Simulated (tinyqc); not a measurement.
Shape of the distribution and failure rate.

For F(t) = 1 - exp(-(t/t63)^beta): mean t63 Gamma(1 + 1/beta), median t63 (ln 2)^(1/beta), deviation t63 sqrt(Gamma(1 + 2/beta) - Gamma(1 + 1/beta)^2), failure rate (beta/t63)(t/t63)^(beta - 1).

Parameters, values chosen for the exercise:
```
symbol  value  unit                                  meaning
t63       640     s  characteristic time of a test capacitor
```

Shape of the distribution and failure rate:
```
beta  mean (s)  median (s)  deviation/mean  rate at 0.01 t63 (1/s)  rate at t63 (1/s)
0.5     1280.0      307.49          2.2361               0.0078125          7.8125e-4
0.7     810.13      379.13          1.4624               0.0043543          0.0010938
1       640.00      443.61          1.0000               0.0015625          0.0015625
1.3     591.09      482.77         0.77572               5.1023e-4          0.0020313
1.7     571.04      515.88         0.60548               1.0575e-4          0.0026563
2.2     566.80      541.79         0.47983               1.3685e-5          0.0034375
3       571.51      566.40         0.36345               4.6875e-7          0.0046875
4       580.10      583.96         0.28054               6.2500e-9          0.0062500
```

Read the table: what changes, and by how much?

The relative spread falls from 2.24 to 0.281. For beta < 1 the rate falls with time (early failures), at 1 it is constant, 0.00156 1/s, and above 1 it grows (wear-out): the early rate goes from 10.0 times the rate at t63 to 1.00e-6 times.

Numbers from tinyqc (`OMP_NUM_THREADS=1 python tinyqc.py 2070087 2070088 out.jsonl`; about 0.01 s on one thread of a shared Intel Xeon 2.30GHz).
